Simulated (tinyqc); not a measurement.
Inside a calculation. Model: an infinitely deep well in a field (quantum-confined Stark shift), Airy functions.

tinyqc, about 0.02 s, one thread, Intel Xeon 2.30GHz (shared host): `OMP_NUM_THREADS=1 python tinyqc.py 2580022 2580023 out.jsonl` Printed values are rounded.

Hard walls at x = -L/2 and +L/2; between them U(x) = -F x (eV, zero at the centre). C = hbar^2/(2 m0), e = (C F^2/m1)^(1/3), z1 = (F L/2 - E)/e at the left wall and z2 = (-F L/2 - E)/e at the right wall. Levels are the roots of D(E) = Ai(z1) Bi(z2) - Ai(z2) Bi(z1).

Parameters, values chosen for the exercise:

| symbol | value | unit | meaning |
|---|---|---|---|
| m1 | 0.086 | m0 | mass |
| L | 5.8 | nm | well width |
| F | 0.024 | V/nm | field |
| n | 2 |  | level sought |

Constants: q = 1.602176634e-19 C, hbar = 1.054571817e-34 J s, m0 = 9.1093837015e-31 kg, hbar^2/(2 m0) = 0.0380998212 eV nm^2. Results are converted to the units shown.

## Level without field and second-order shift

E_n(0) = C (n pi/L)^2/m1; second-order shift m1 F^2 L^4 (1 - 15/(pi n)^2)/(48 C pi^2 n^2).

E_n(0) = 0.519910 eV
second-order shift = 0.481429 meV
F L/E_1(0) = 1.07095

## Step 1: secant step for the level

first trial energy = 0.5199 eV
second trial energy = 0.5134 eV

Secant step from the last two trial energies, E_a the older and E_b the newer: next = E_b - D(E_b) (E_b - E_a)/(D(E_b) - D(E_a)).

D(E_a) = 3.29411e-4
D(E_b) = 0.00476091
third trial energy = 0.520383 eV

## Step 2: secant step for the level

As before.

D(E_a) = 0.00476091
D(E_b) = 3.25132e-6
fourth trial energy = 0.520388 eV

## Course of the secant iteration

Stop when E changes by less than 1e-10 eV and the root is level n (n - 1 nodes between the walls). E_a and E_b start as the two trial energies.

Course of the iteration:
```
step,E (eV),change (eV)
1,0.520383,6.98e-3
2,0.520388,4.77e-6
3,0.520388,4.77e-8
4,0.520388,3.35e-13
```

Converged in 4 steps to level 2.

## Stark shift

Exact shift E_n(F) - E_n(0), and the mean position <x> = -dE_n/dF. E_n(0) = C (n pi/L)^2/m1; second-order shift m1 F^2 L^4 (1 - 15/(pi n)^2)/(48 C pi^2 n^2).

E_n = 0.520388 eV
shift = 0.477914 meV
<x> = -0.039535 nm

The second-order estimate is 0.74 % above the exact shift in size.
